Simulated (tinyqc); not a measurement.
# Hydrogen passivation of interface dangling bonds: competing passivation and dissociation with distributed barriers, step by step

A worked calculation. Computed by tinyqc, a small Python program that keeps every step. Command: `OMP_NUM_THREADS=1 python tinyqc.py 3002701 3002702 out.jsonl passiv walk`. One thread of a shared host (Intel(R) Xeon(R) Processor @ 2.30GHz), about 0.01 s of CPU time with the checks. Intermediate numbers are printed to about 6 digits and carried at full precision; extremes and crossings named in words are read from the listed rows.

P_b + H2 gives P_bH + H at the rate k_f [H2]; P_bH gives P_b + H at the rate k_d. All defects start unpassivated. E_f and E_d are Gaussian and independent.

Inputs (values chosen for the exercise, close to those used for P_b centres at the silicon-oxide interface): defect density N0 = 5.4e+11 1/cm^2; passivation prefactor k_f0 = 1.6e-07 cm^3/s; mean passivation barrier E_f = 1.67 eV; spread sigma_f = 0.089 eV; dissociation prefactor k_d0 = 3e+12 1/s; mean dissociation barrier E_d = 2.72 eV; spread sigma_d = 0.12 eV; H2 in the oxide per atm, solubility factor = 1.1e+18 1/(cm^3 atm); hydrogen pressure p = 0.05 atm; anneal temperature T = 375 C; anneal time t = 2200 s; oxide thickness = 8.3 nm.

Constants: k_B = 8.617333262e-05 eV/K; e = 1.602176634e-19 C; eps_0 = 8.8541878128e-12 F/m.

## Single barriers

[H2] = solubility factor x p; a = k_f0 [H2] exp(-E_f/(k_B T)), d = k_d0 exp(-E_d/(k_B T)). For one pair of barriers the active share is y = [d + a exp(-(a + d) t)]/(a + d). Temperatures in kelvin are T(C) + 273.15.

passivation rate a = 9.10272e-04 1/s

dissociation rate d = 2.12516e-09 1/s

a t = 2.00260

steady active share d/(a + d) = 2.33464e-06

active share, single barriers = 0.134985

Passivation is well advanced.

## Distributed barriers

Average y over both Gaussians with 40 x 40 Gauss-Hermite points. Active density N0 y; threshold shift if each active defect holds one charge, e N0 y t_ox/(3.9 eps_0).

active share y = 0.270806

active density = 1.46235e+11 1/cm^2

threshold shift = 56.3154 mV

The spread changes the remainder by a factor 2.01: sigma_f/(k_B T) = 1.59 and sigma_d/(k_B T) = 2.15.

## Best anneal temperature for this time and pressure

Minimise the averaged y over T between 150 and 900 C: find where ln y is equal at T - 0.05 and T + 0.05 C; T is rounded to 0.1 C.

best temperature = 500.9 C

least active share = 6.60490e-04

Caution: a least active share below 1e-3 is a property of the model; measured passivation levels off well above it. Caution: atomic hydrogen, which both passivates and depassivates, and further passivation during cooling are left out.

## Isochronal anneals

The formulas are those given above.

Active share after the time t:
```
T (C)      a (1/s)      d (1/s)  single barriers  distributed
200    1.43352e-08  3.19831e-17      9.99968e-01  9.99664e-01
250    7.18617e-07  1.87904e-14      9.98420e-01  9.90220e-01
300    1.81957e-05  3.62934e-12      9.60760e-01  8.84564e-01
350    2.74294e-04  3.01226e-10      5.46923e-01  5.00936e-01
400    2.76332e-03  1.29679e-08      2.29441e-03  1.09427e-01
450    2.02263e-02  3.31812e-07      1.64048e-05  6.76498e-03
500    1.14443e-01  5.58215e-06      4.87745e-05  6.60864e-04
600    2.01988e+00  5.98987e-04      2.96457e-04  2.00395e-03
700    1.97623e+01  2.45869e-02      1.24259e-03  5.59180e-03
800    1.26401e+02  5.05042e-01      3.97967e-03  1.31066e-02
```

The distributed share is least at 500 C among these rows, 6.6e-4, and the search puts the optimum at 500.9 C. On the cold side defects with high E_f survive; on the hot side dissociation, with the larger barrier, gains on passivation with an energy E_d - E_f = 1.05 eV. In that row single barriers give 4.9e-5, so the spread raises the floor. Caution: shares below about 1e-3 in these rows are formal; measured passivation levels off well above them.

Checks made by the program: Gauss-Hermite average against a fine uniform grid (relative difference 1e-06).
